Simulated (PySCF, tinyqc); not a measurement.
Worked calculation: CCSD on RHF in the sto-3g basis, for H3+, spin multiplicity 1. The lowest restricted solution is unstable here: a spin-polarised one lies 0.0050 hartree lower (PySCF). Computed by tinyqc, a small Python program that keeps every step (integrals from PySCF). Settings: charge = 1, multiplicity = 1, basis = sto-3g, method = RHF, energy threshold = 1e-10, iteration cap = 70, orthogonalisation = symmetric, start = atomic densities, DIIS depth = 6, amplitude equations = CCSD, DIIS depth for amplitudes = 4, cap on updates = 63. Command: `OMP_NUM_THREADS=1 python tinyqc.py 28258 28259 out.jsonl` (the two numbers bound the seeds that draw the settings). One thread of a shared host (Intel(R) Xeon(R) Processor @ 2.60GHz), about 0.2 s of CPU time with the checks. The early iterations of the SCF are left out here.

## One-electron integrals

Geometry (angstrom):
```
atom         x         y          z
H     0.000000  0.000000   0.000000
H     0.000000  0.000000   1.160000
H     0.000000  0.000000  -1.160000
```

Basis sto-3g: exponents (1/bohr^2) and contraction coefficients of normalised primitives:
```
element  l (shell)  exponent  coefficient
H            s (1)  3.425251     0.154329
H            s (1)  0.623914     0.535328
H            s (1)  0.168855     0.444635
```

Overlap, kinetic and nuclear-attraction integrals over the contracted functions; the nuclear repulsion is the sum of Za Zb / Rab.

nuclear repulsion = 1.14046813 hartree

overlap S:
```
          1H 1s     2H 1s     3H 1s
1H 1s  1.000000  0.407511  0.407511
2H 1s  0.407511  1.000000  0.068873
3H 1s  0.407511  0.068873  1.000000
```

kinetic energy T (hartree):
```
          1H 1s      2H 1s      3H 1s
1H 1s  0.760032   0.062187   0.062187
2H 1s  0.062187   0.760032  -0.011409
3H 1s  0.062187  -0.011409   0.760032
```

nuclear attraction V (hartree):
```
           1H 1s      2H 1s      3H 1s
1H 1s  -2.124072  -0.732472  -0.732472
2H 1s  -0.732472  -1.903422  -0.114562
3H 1s  -0.732472  -0.114562  -1.903422
```

core Hamiltonian H = T + V (hartree):
```
           1H 1s      2H 1s      3H 1s
1H 1s  -1.364040  -0.670285  -0.670285
2H 1s  -0.670285  -1.143390  -0.125971
3H 1s  -0.670285  -0.125971  -1.143390
```

## Two-electron integrals

Functions are numbered as in S; the eight-fold symmetry (ij|kl) = (ji|kl) = (kl|ij) leaves the list below.

Two-electron integrals (ij|kl) in chemists' order, unique and non-zero (hartree):
```
(11|11) 0.774606   (21|11) 0.241693   (21|21) 0.102166   (22|11) 0.429103
(22|21) 0.241693   (22|22) 0.774606   (31|11) 0.241693   (31|21) 0.070714
(31|22) 0.124744   (31|31) 0.102166   (32|11) 0.039323   (32|21) 0.014151
(32|22) 0.029684   (32|31) 0.014151   (32|32) 0.002336   (33|11) 0.429103
(33|21) 0.124744   (33|22) 0.227869   (33|31) 0.241693   (33|32) 0.029684
(33|33) 0.774606
```

## Orthogonalisation

S = U s U^T; symmetric (Loewdin) form X = U s^(-1/2) U^T, so that X^T S X = 1.

eigenvalues of S: 0.457100  0.931127  1.611772

X:
```
           1H 1s      2H 1s      3H 1s
1H 1s   1.154003  -0.244016  -0.244016
2H 1s  -0.244016   1.074543   0.038219
3H 1s  -0.244016   0.038219   1.074543
```

## Iteration 9 (converged): orbitals

converged F (hartree):
```
           1H 1s      2H 1s      3H 1s
1H 1s  -0.671737  -0.520557  -0.520557
2H 1s  -0.520557  -0.493291  -0.181328
3H 1s  -0.520557  -0.181328  -0.493291
```

Diagonalise F' = X^T F X, C = X C', fill 1 alpha and 1 beta electrons from the bottom; D = 2 C_occ C_occ^T. Each column has its largest component positive (the first on a tie).

F' = X^T F X (hartree):
```
           1          2          3
1  -0.388561  -0.358117  -0.358117
2  -0.358117  -0.342492  -0.007454
3  -0.358117  -0.007454  -0.342492
```

orbital energies (hartree): MO1 -0.876076, MO2 -0.335038, MO3 0.137569

coefficients C:
```
            MO1        MO2        MO3
1H 1s  0.592079   0.000000   1.048930
2H 1s  0.369880   0.732792  -0.736107
3H 1s  0.369880  -0.732792  -0.736107
```

D after iteration 9:
```
          1H 1s     2H 1s     3H 1s
1H 1s  0.701114  0.437995  0.437995
2H 1s  0.437995  0.273622  0.273622
3H 1s  0.437995  0.273622  0.273622
```

## Convergence

Stop when the energy changes by less than 1e-10 hartree and every element of the error matrix X^T (F D S - S D F) X is below 3e-06.

Course of the cycle:
```
iteration  E (hartree)     change  largest element of the error matrix
1          -0.65309530          -                             4.15e-02
2          -1.14792646  -4.95e-01                             1.75e-02
3          -1.14823033  -3.04e-04                             5.96e-03
4          -1.14824802  -1.77e-05                             4.43e-03
5          -1.14825504  -7.02e-06                             3.65e-03
6          -1.14825879  -3.74e-06                             3.16e-03
7          -1.14826110  -2.31e-06                             2.82e-03
8          -1.14826995  -8.85e-06                             9.23e-07
9          -1.14826995  -9.47e-13                             6.50e-08
```

PySCF RHF in the same basis = -1.14826995 hartree

Converged in 9 iterations.

## Integrals over molecular orbitals

(pq|rs) = sum C_ip C_jq C_kr C_ls (ij|kl), one index at a time.

one-electron integrals over orbitals h = C^T H C (hartree):
```
           1          2          3
1  -1.412662   0.000000  -0.091762
2   0.000000  -1.092674   0.000000
3  -0.091762   0.000000  -0.806230
```

Two-electron integrals over orbitals (pq|rs), unique and non-zero (hartree):
```
(11|11) 0.536587    (21|21) 0.147185    (22|11) 0.452411    (22|22) 0.512347
(31|11) 0.091762    (31|22) -0.049168   (31|31) 0.141495    (32|21) -0.144904
(32|32) 0.161372    (33|11) 0.542647    (33|22) 0.480445    (33|31) 0.079684
(33|33) 0.576623
```

## CCSD: starting amplitudes

t_ij^ab = <ij||ab> / (e_i + e_j - e_a - e_b), whose energy is MP2.

Starting amplitudes (spin orbitals 1a, 1b, ...; amplitudes related by a flip of all spins are not repeated):
```
from      to          t
1a 1b  2a 2b  -0.136021
1a 1b  3a 3b  -0.069795
```

correlation energy = -0.02989592 hartree

## CCSD: amplitude update 1

t_i^a D_i^a and t_ij^ab D_ij^ab are set to the remaining terms of the spin-orbital equations, evaluated with the old amplitudes; for the doubles these are <ij||ab> + 1/2 <ab||ef> t_ij^ef + 1/2 <mn||ij> t_mn^ab + P(ij)P(ab) <mb||ej> t_im^ae + terms in t^2 + terms with t1, D the orbital-energy denominators.

Amplitudes after update 1 (spin orbitals 1a, 1b, ...; amplitudes related by a flip of all spins are not repeated):
```
from      to          t
1a 1b  2a 2b  -0.180475
1a 1b  3a 3b  -0.084599
1a        3a  -0.020276
```

correlation energy = -0.03847537 hartree

## CCSD: convergence

E_corr = 1/4 sum <ij||ab> t_ij^ab + 1/2 sum <ij||ab> t_i^a t_j^b; stop when the norm of the change is below 1e-8.

Course of the amplitude iterations:
```
update  correlation energy (hartree)  norm of the change
0                        -0.02989592                   -
1                        -0.03847537            9.80e-02
2                        -0.04162792            4.27e-02
3                        -0.04420153            2.11e-02
4                        -0.04419299            2.64e-03
5                        -0.04418998            3.22e-05
6                        -0.04419030            3.16e-06
7                        -0.04419030            1.85e-08
8                        -0.04419030            1.50e-13
```

Converged amplitudes (spin orbitals 1a, 1b, ...; amplitudes related by a flip of all spins are not repeated):
```
from      to          t
1a 1b  2a 2b  -0.221066
1a 1b  3a 3b  -0.084066
1a        3a  -0.041379
```

CCSD total energy = -1.19246025 hartree

T1 diagnostic, norm of the one-spin t1 over sqrt(correlated electrons) = 0.029260

Converged in 8 updates, with DIIS from the third.
